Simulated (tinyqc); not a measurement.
Inside a calculation: valley splitting in a one-orbital chain of atomic planes (second-neighbour model). Values are carried at full precision from step to step, so a last printed digit may differ when a step is redone from the rounded ones.

Each (001) plane carries one orbital with energy e0, hopping v to the next plane and u to the second: E(phi) = e0 + 2 v cos(phi) + 2 u cos(2 phi), where phi = pi - k a/4 (the sign of every second orbital is chosen so that v > 0, which shifts the phase by pi). The minimum lies at cos(phi0) = -v/(4u), phi0 = pi - (pi/2) k0 for a valley at k0 (2 pi/a), and e0 puts it at zero. A slab of N planes has hard walls: the matrix simply ends.

Constants: hbar^2/2m0 = 3.80998211 eV angstrom^2.

Inputs chosen for the exercise (near those of the Delta valleys of silicon; abrupt walls in this chain split the valleys several times more than measured wells; not measured data):
```
symbol  value  unit      meaning
a       5.441  angstrom  lattice constant; planes lie a/4 apart
k0      0.842  2 pi/a    position of the valley
ml      0.929  m0        longitudinal mass
N       9                planes in the small slab
```

## Hoppings from the valley position and mass

The curvature at the minimum is d2E/dphi2 = 8 u sin^2(phi0) = (2c/ml)/(a/4)^2 with c = hbar^2/2m0; v = -4 u cos(phi0); e0 = 2u + v^2/(4u).

phi0 = 1.81898 rad
u = 0.58971 eV
v = 0.57944 eV
e0 = 1.32176 eV

## The bulk band

E at phi = j pi/10.

Band:
```
phi/pi  E (eV)
0.0     3.6601
0.1     3.3781
0.2     2.6238
0.3     1.6385
0.4     0.7257
0.5     0.1423
0.6     0.0095
0.7     0.2761
0.8     0.7487
0.9     1.1738
1.0     1.3423
```

## Hamiltonian of the slab

e0 on the diagonal, v and u on the first and second off-diagonals.

H (eV):
```
[[1.3218, 0.5794, 0.5897, 0, 0, 0, 0, 0, 0],
 [0.5794, 1.3218, 0.5794, 0.5897, 0, 0, 0, 0, 0],
 [0.5897, 0.5794, 1.3218, 0.5794, 0.5897, 0, 0, 0, 0],
 [0, 0.5897, 0.5794, 1.3218, 0.5794, 0.5897, 0, 0, 0],
 [0, 0, 0.5897, 0.5794, 1.3218, 0.5794, 0.5897, 0, 0],
 [0, 0, 0, 0.5897, 0.5794, 1.3218, 0.5794, 0.5897, 0],
 [0, 0, 0, 0, 0.5897, 0.5794, 1.3218, 0.5794, 0.5897],
 [0, 0, 0, 0, 0, 0.5897, 0.5794, 1.3218, 0.5794],
 [0, 0, 0, 0, 0, 0, 0.5897, 0.5794, 1.3218]]
```

## Levels and the valley doublet

Diagonalise H. The two lowest levels are the doublet made from the valleys at +k0 and -k0; give their splitting, the weights of the lowest state, and its parity under reversal of the planes.

levels (eV): [0.1482, 0.2101, 0.5385, 0.7420, 1.0780, 1.1970, 1.8459, 2.7291, 3.4069]

splitting = 61.96 meV

weights on the planes: [0.071, 0.073, 0.070, 0.286, 0.000, 0.286, 0.070, 0.073, 0.071]

parity of the lowest state: odd

The mean of the doublet lies 0.1792 eV above the bulk minimum, and level 3 lies 0.3594 eV above that mean; the weights oscillate from plane to plane because the two valleys interfere.

## Checks

- Mean of the doublet for 400 planes against the effective-mass level with W = 402 a/4 (meV): both 0.1354.

Program tinyqc; command `OMP_NUM_THREADS=1 python tinyqc.py 1482662 1482663 out.jsonl`; about 0.02 s on one thread of a shared Intel(R) Xeon(R) Processor @ 2.30GHz.
